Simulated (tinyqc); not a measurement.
## Mobility and threshold from two currents

Problem. In the linear region I = mu Cox (W/L) [(Vgs - VT) Vds - m Vds^2/2], Cox = eps0 eox/tox. Find mu and VT.

Inputs (values chosen for the exercise):
- eox = 23 (relative permittivity of the gate insulator)
- tox = 160 nm (insulator thickness)
- W = 1 um (gate width)
- L = 0.5 um (gate length)

Constants: eps0 = 8.8541878128e-14 F/cm where lengths are in cm. Results are converted to the units shown.

I at Vgs = 2.86 and 3.36 V, Vds = 0.05 V (uA): [2.2733094, 5.3916437]
m = 1.3278004

Answer. The slope dI/dVgs is mu Cox (W/L) Vds; the line meets zero current at VT + m Vds/2.

mu = 490.0 cm^2/(V s)
VT = 2.462 V

Computed by the program tinyqc: `OMP_NUM_THREADS=1 python tinyqc.py 2360022 2360023 out.jsonl`, one thread of a shared Intel Xeon 2.30GHz, about 0.03 s for the whole run.
